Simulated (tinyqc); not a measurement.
What moves lifetime and leakage: Shockley-Read-Hall recombination through one deep level.

One level at Et with degeneracy 1: tn = 1/(sn vth Nt), tp = 1/(sp_ vth Nt), n1 = Nc exp((Et - Eg)/kT), p1 = Nv exp(-Et/kT), ni^2 = n1 p1. Equilibrium p0 = Nm, n0 = ni^2/Nm; n = n0 + dn, p = p0 + dn. U = (n p - ni^2)/(tp (n + n1) + tn (p + p1)), lifetime dn/U; emission rates en = sn vth n1, ep = sp_ vth p1.

Constants: kB = 8.617333262e-05 eV/K.

Parameters, chosen for this exercise (gap and densities of states near those of GaN at this temperature; not measured data):
- Eg = 3.463 eV (gap)
- Nc = 1.63e+18 1/cm^3 (conduction-band density of states)
- Nv = 3.35e+19 1/cm^3 (valence-band density of states)
- T = 250 K
- Et = 2.345 eV (recombination level above Ev)
- Nt = 1.3e+16 1/cm^3 (defects)
- sn = 7.3e-15 cm^2 (electron capture cross-section)
- sp_ = 2.7e-16 cm^2 (hole capture cross-section)
- vth = 25000000 cm/s (thermal velocity, both carriers)
- Nm = 1.3e+17 1/cm^3 (equilibrium holes for the lifetime steps)
- dn = 9.8e+14 1/cm^3 (excess pairs)

G = Nt en ep/(en + ep).

One parameter was then changed.

Results before and after:
```
case     lifetime (microsecond)  G (1/(cm^3 s))
base                  0.0005068        1.57e-20
changed               0.0004501        1.57e-20
```

Which of these changes was made? (a) Et = 2.385 eV; (b) sn = 1.46e-14 cm^2; (c) Nm = 3.9e+17 1/cm^3; (d) sp_ = 5.4e-16 cm^2; (e) Nt = 6.5e+15 1/cm^3; (f) dn = 2.94e+15 1/cm^3.

Answer: (c) Nm = 3.9e+17 1/cm^3. Of the candidates, run in turn, only this one gives the changed row.

All candidates:
```
case                  lifetime (microsecond)  G (1/(cm^3 s))
base                               0.0005068        1.57e-20
Et = 2.385 eV                      0.0005068        2.45e-21
sn = 1.46e-14 cm^2                 0.0002960        1.57e-20
sp_ = 5.4e-16 cm^2                 0.0004641        3.13e-20
Nt = 6.5e+15 1/cm^3                 0.001014        7.84e-21
Nm = 3.9e+17 1/cm^3                0.0004501        1.57e-20
dn = 2.94e+15 1/cm^3               0.0006735        1.57e-20
```

Run: tinyqc, `OMP_NUM_THREADS=1 python tinyqc.py 1680909 1680910 out.jsonl`; Intel(R) Xeon(R) Processor @ 2.30GHz, one thread, shared host; about 0.01 s of CPU time with all checks.
